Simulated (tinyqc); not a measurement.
Kinetic Monte Carlo and master equation for a particle on a ring of sites with traps and bias: one step, computed by the program tinyqc. Command: `OMP_NUM_THREADS=1 python tinyqc.py 3002182 3002183 out.jsonl kmc walk`. One thread of a shared host (Intel(R) Xeon(R) Processor @ 2.30GHz), about 0.08 s of CPU time with the checks.

6 sites on a ring, numbered 1 to 6. The saddle between i and i+1 lies at E0 + s b_i and site i at s eps_i; a force F tilts the landscape, with the saddle half-way.

Task: Steady state. Master equation dP/dt = W P, W_(i+1,i) = k right, W_(i-1,i) = k left, columns summing to zero. The steady state is its null vector; drift v = a sum P_i (k right - k left). D = a^2 lambda''(0)/2, where lambda(q) is the leading eigenvalue of W with right hops weighted by exp(q) and left hops by exp(-q). The slowest relaxation rate is minus the real part of the next eigenvalue of W. 1 angstrom = 1e-8 cm.

Inputs (values chosen for the exercise, for a model defect): temperature T = 800 K; site spacing a = 2.4 angstrom.

Disorder: random barriers.

Rates, shares of right hops and mean stays:
```
site,k right (1/s),k left (1/s),share right,mean stay (s)
1,5.500895e+08,5.008632e+07,0.9165472,1.666178e-09
2,5.190802e+08,2.469953e+08,0.6775836,1.305354e-09
3,9.509702e+07,2.330718e+08,0.2897808,3.047212e-09
4,9.546030e+08,4.269944e+07,0.9571851,1.002705e-09
5,4.115654e+08,4.286256e+08,0.4898474,1.190206e-09
6,1.115485e+08,1.847967e+08,0.3764141,3.374443e-09
```

Constants: k_B = 8.617333262e-05 eV/K.

Give: occupations P_i; drift velocity v; diffusivity D; slowest relaxation rate.

Result:

occupations P_i: [0.10736, 0.15556, 0.25791, 0.09114, 0.15484, 0.23319]

drift velocity v = 2.9714 cm/s

diffusivity D = 1.0628e-07 cm^2/s

slowest relaxation rate = 1.5320e+08 1/s
